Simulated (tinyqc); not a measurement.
Charge state against the Fermi level: deep level with several charge states.

Energies from Ev. The defect has charge states +1, 0, -1 with weights 1, gm exp((EF - E1)/kT), exp((2 EF - E1 - E2)/kT); the shares are the weights over their sum. Boltzmann carriers: n = Nc exp((EF - Eg)/kT), p = Nv exp(-EF/kT). Neutrality: p - n + Nd + Nt <q> = 0.

Constants: kB = 8.617333262e-05 eV/K.

Parameters, chosen for this exercise (gap and densities of states near those of Si at this temperature; the results hold for these values, not for the real material): E1 = 0.29 eV (level (+1/0) above Ev); E2 = 0.721 eV (level (0/-1) above Ev); gm = 2 (degeneracy of the middle state, the others 1); T = 300 K.

Shares:

| EF (eV) | +1 | 0 | -1 | <q> |
|---|---|---|---|---|
| 0.067 | 1.000 | 0.000 | 0.000 | 1.000 |
| 0.157 | 0.988 | 0.012 | 0.000 | 0.988 |
| 0.247 | 0.725 | 0.275 | 0.000 | 0.725 |
| 0.337 | 0.075 | 0.925 | 0.000 | 0.075 |
| 0.427 | 0.002 | 0.998 | 0.000 | 0.002 |
| 0.517 | 0.000 | 1.000 | 0.000 | 0.000 |
| 0.606 | 0.000 | 0.994 | 0.006 | -0.006 |
| 0.696 | 0.000 | 0.840 | 0.160 | -0.160 |
| 0.786 | 0.000 | 0.139 | 0.861 | -0.861 |
| 0.966 | 0.000 | 0.000 | 1.000 | -1.000 |
| 1.056 | 0.000 | 0.000 | 1.000 | -1.000 |

Give the missing row, EF (eV) = 0.876.

Computed row:
```
EF (eV)     +1      0     -1     <q>
0.876    0.000  0.005  0.995  -0.995
```

Where the levels are several kT apart the middle state rules between about E1 - kT ln gm = 0.272 and E2 + kT ln gm = 0.739 eV; its largest share listed is 1.000. Each step spreads from 10 % to 90 % over 4.4 kT = 0.114 eV.

Run: tinyqc, `OMP_NUM_THREADS=1 python tinyqc.py 1680739 1680740 out.jsonl`; Intel(R) Xeon(R) Processor @ 2.30GHz, one thread, shared host; about 0.01 s of CPU time with all checks.
